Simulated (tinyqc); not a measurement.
Comparisons within one model: band offset of a heterojunction with an interface dipole (two-band chains, self-consistent charge). A value that a table varies takes the place of the one given here.

Sites alternate A, C. Left: A at -G1/2, C at +G1/2, hopping -t1; right: A at D - G2/2, C at D + G2/2, hopping -t2; the bonds across the two interfaces of a ring (C left to A right, C right to A left) have -sqrt(t1 t2). D is the offset of the mid-gaps, so Ev(right) - Ev(left) = D - (G2 - G1)/2 and Ec(right) - Ec(left) = D + (G2 - G1)/2. The closing bond has its sign reversed (antiperiodic ring). Half the levels are filled with two electrons each. The charge moved is q = (electrons on the left) less one a site; the mean over the two interfaces, q/2, is taken as the charge that crosses each, and its dipole opposes the offset: D = D0 - u q/2.

From here on the ring has 24 cells a side.

Inputs chosen for the exercise (gaps near those of GaN and AlN; the chains and D0 are free models, so the offsets are not those of the real pair; not measured data): G1 = 3.51 eV (gap on the left); G2 = 6.11 eV (gap on the right); t1 = 2.22 eV (hopping on the left); t2 = 2.71 eV (hopping on the right); u = 4.1 eV (potential step per electron moved across); D0 = -2.19 eV (mid-gap of the right side above that of the left, without dipole).

## Where the moved charge sits

D = -1.81455 eV

Electrons in cell k from an interface at the self-consistent D, less those at D = 0. Interface 1 joins C left to A right, interface 2 C right to A left. The decay lengths 1/(2 kappa a) are those of mid-gap states, cosh(kappa a) = 1 + G^2/(8 t^2).

Change of the electron count:
```
k  left of 1  right of 1  left of 2  right of 2
1   -0.05533     0.05895   -0.10155     0.10725
2   -0.00757     0.00502   -0.01407     0.01017
3   -0.00133     0.00051   -0.00243     0.00107
4   -0.00025     0.00005   -0.00045     0.00012
5   -0.00005     0.00001   -0.00009     0.00001
6   -0.00001     0.00000   -0.00002     0.00000
```

decay lengths (cells): left 0.648, right 0.465

How do the results move?

Over six cells interface 1 moves -0.0645 electrons to the left side and +0.0645 to the right, interface 2 -0.1186 and +0.1186: each change is a dipole, and the two differ because the bonds join different sites. The first cells hold 89 % of it at interface 1. The tail is longer on the left, where the gap is smaller against the hopping: from k = 2 to 4 it falls by a factor 30.6, and pure mid-gap decay would give 21.9; the exponential carries a prefactor that falls as a power of the distance, so the first cells drop faster.

## Screening of the starting offset

chi = 0.093166 1/eV

D0 is varied; the self-consistent D is found by bisection. chi = dq/dD at D = 0; the linear rule is D = S D0 with S = 1/(1 + u chi/2). The gap of the junction closes (type III) at |D| = (G1 + G2)/2.

Against D0:
```
2 D0/(G1 + G2)  D0 (eV)  q at D0   D (eV)    D/D0  linear (eV)
-0.85            -4.088  -0.5626  -3.2795  0.8021      -3.4329
-0.55            -2.646  -0.2917  -2.1787  0.8235      -2.2213
-0.30            -1.443  -0.1414  -1.2046  0.8348      -1.2116
-0.15            -0.722  -0.0681  -0.6049  0.8384      -0.6058
0.10              0.481   0.0451   0.4036  0.8391       0.4039
0.25              1.202   0.1161   1.0056  0.8363       1.0097
0.50              2.405   0.2577   1.9873  0.8263       2.0193
0.80              3.848   0.5075   3.1024  0.8062       3.2309
0.95              4.569   0.6920   3.6253  0.7934       3.8367
```

How do the results move?

D/D0 lies between 0.793 and 0.839, against S = 0.840 from chi at D = 0; the linear rule misses by at most 211 meV. q is odd in D. Less than half of the starting offset is screened, so the natural line-up still counts most.

## Wider gaps screen less

G2 is varied. chi = (q(+0.01) - q(-0.01))/0.02 at D = 0, S = 1/(1 + u chi/2).

Against G2:
```
G2 (eV)  chi (1/eV)       S
0.7         0.25726  0.6547
1.1         0.23079  0.6788
1.5         0.20975  0.6993
2.3         0.17722  0.7335
3.4         0.14454  0.7714
5.5         0.10234  0.8266
7.0         0.08154  0.8568
9.0         0.06125  0.8884
```

What does this show?

chi falls from 0.2573 to 0.0613 1/eV, a factor 4.2, and S rises from 0.655 to 0.888: charge crosses through the tails of states that tunnel into the other gap, and these shorten as the gap widens. u is kept fixed, though a wider gap also screens less and would raise it.

## What each parameter does

Self-consistent D by bisection, q there, and the two offsets. Each row changes one parameter from the base and keeps the others.

Results:
```
case             D (eV)        q  valence offset (eV)  conduction offset (eV)
base            -1.8145  -0.1831              -3.1145                 -0.5145
G1 = 4.036 eV   -1.8378  -0.1718              -2.8748                 -0.8008
G2 = 7.026 eV   -1.8559  -0.1630              -3.6139                 -0.0979
t1 = 2.553 eV   -1.8078  -0.1865              -3.1078                 -0.5078
t2 = 3.116 eV   -1.8084  -0.1861              -3.1084                 -0.5084
D0 = -2.518 eV  -2.0774  -0.2149              -3.3774                 -0.7774
u = 4.715 eV    -1.7704  -0.1780              -3.0704                 -0.4704
```

What can be read from the table?

The largest shifts from the base row, up to three for each result and ties (the steps differ in size, so this ranks the rows, not the parameters). D (eV): D0 -0.2629, u +0.0442, G2 -0.0413. q: D0 -0.0318, G2 +0.0202, G1 +0.0113. valence offset (eV): G2 -0.4993, D0 -0.2629, G1 +0.2398. conduction offset (eV): G2 +0.4167, G1 -0.2862, D0 -0.2629.

Program tinyqc; command `OMP_NUM_THREADS=1 python tinyqc.py 1480433 1480434 out.jsonl`; about 0.3 s on one thread of a shared Intel(R) Xeon(R) Processor @ 2.30GHz.
